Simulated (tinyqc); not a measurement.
Which input was changed? Model: dopant redistribution at a moving silicon-oxide interface during parabolic oxidation. Computed by tinyqc, a small Python program. Command: `OMP_NUM_THREADS=1 python tinyqc.py 3007476 3007477 out.jsonl segox which`. One thread of a shared host (Intel(R) Xeon(R) Processor @ 2.30GHz), about 0.02 s of CPU time with the checks.

Uniformly doped silicon is oxidised with x_ox = sqrt(B t); the interface advances into the silicon by alpha x_ox, alpha = 0.44. The dopant does not move in the oxide, and at the interface C(silicon) = m C(oxide).

Inputs (values chosen for the exercise, modelled on boron in silicon under dry oxygen):
```
quantity,value,unit
dopant prefactor D0,0.849,cm^2/s
dopant activation energy E,3.5,eV
oxidation prefactor B0,722,um^2/h
oxidation activation energy E_B,1.22,eV
segregation coefficient m = C(silicon)/C(oxide),0.2,-
bulk doping C_B,8.9e+16,1/cm^3
temperature T,1175,C
time t,5.4,h
```

Constants: k_B = 8.617333262e-05 eV/K.

Method:
- D = D0 exp(-E/(k_B T)), converted with 1 cm^2/s = 3.6e11 um^2/h; B = B0 exp(-E_B/(k_B T)); s = alpha sqrt(B/(4 D)), the interface advance over 2 sqrt(D t).
- Temperatures in kelvin are T(C) + 273.15.
- With the dopant diffusivity D and s = alpha x_ox/(2 sqrt(D t)), in the silicon C = C_B + (C_s - C_B) erfc(y/(2 sqrt(D t)))/erfc(s), y from the original surface. Dopant balance at the interface gives C_s/C_B = 1/[1 + (1/(m alpha) - 1) g], g = sqrt(pi) s exp(s^2) erfc(s).

Question. One of these inputs alone was changed, within the range given: dopant prefactor D0 (0.4245 to 1.698); dopant activation energy E (3 to 4.4); segregation coefficient m = C(silicon)/C(oxide) (0.1 to 0.4); temperature T (800 to 1250). Which one, and to what value?

Results:
```
run,ratio C_s/C_B,concentration in the oxide (1/cm^3),s
before,0.3795452,1.688976e+17,0.09918737
after,0.4415289,1.559368e+17,0.09918737
```

Answer.

Each candidate set to reproduce ratio C_s/C_B, and what it then gives:
```
candidate,range searched,value needed,concentration in the oxide (1/cm^3),s
dopant prefactor D0 (cm^2/s),0.4245 to 1.698,1.494,1.9648e+17,0.074771
dopant activation energy E (eV),3 to 4.4,3.429,1.9648e+17,0.074771
segregation coefficient m = C(silicon)/C(oxide),0.1 to 0.4,0.2520,1.5594e+17,0.099187
temperature T (C),800 to 1250,1221,1.9648e+17,0.074771
```

Only segregation coefficient m = C(silicon)/C(oxide) fits every result: it went from 0.2 to 0.252. The next best candidate, dopant activation energy E, misses one result by 26 %.

Caution: parabolic growth needs an oxide much thicker than the Deal-Grove length A, which fails for thin films and low temperatures; oxidation-enhanced or retarded diffusion is ignored.
